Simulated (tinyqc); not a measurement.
Absorption spectrum: gated graphene: carriers, quantum capacitance and optical conductivity.

Conductivity over sigma0 = e^2/(4 hbar): interband Re = sinh(E/2kT)/(cosh(mu/kT) + cosh(E/2kT)); intraband Re = (8 kT/pi) ln(2 cosh(mu/2kT)) Gm/(E^2 + Gm^2). A free sheet absorbs about pi alpha_f Re(sigma/sigma0), alpha_f the fine-structure constant (alpha among the constants).

Constants: kB = 8.617333262e-05 eV/K; fine-structure constant alpha = 0.007297352564.

Values chosen for the exercise (out of a larger set: Fermi velocity near that of graphene, gate dielectric near HfO2; not measured data): T = 300 K; Gm = 20 meV (intraband damping).

mu = 0.07636 eV

Results:
```
E (eV)  interband  intraband  absorption (%)
0.015      0.0276     3.2182           7.441
0.031      0.0589     1.4779           3.523
0.053      0.1085     0.6268           1.686
0.076      0.1730     0.3257           1.143
0.107      0.2858     0.1698           1.044
0.130      0.3877     0.1163           1.155
0.153      0.4987     0.0845           1.337
0.176      0.6090     0.0641           1.543
0.199      0.7088     0.0503           1.740
0.244      0.8534     0.0336           2.033
0.305      0.9499     0.0215           2.227
0.458      0.9973     0.0096           2.308
```

The edge lies at 2|mu| = 0.153 eV and, for |mu| above about 3 kT (here 3.0), rises from 10 % to 90 % over about 8.8 kT = 0.227 eV. The absorption is lowest, 1.044 %, at 0.107 eV of those listed, between the Drude tail and the edge; at the last row it is 2.308 % against pi alpha_f = 2.293 %. The thin-sheet formula fails where the absorption is large, and trigonal warping matters above about 1.5 eV.

(tinyqc, `OMP_NUM_THREADS=1 python tinyqc.py 1682793 1682794 out.jsonl`, Intel(R) Xeon(R) Processor @ 2.30GHz, 1 thread, shared host, about 0.01 s.)
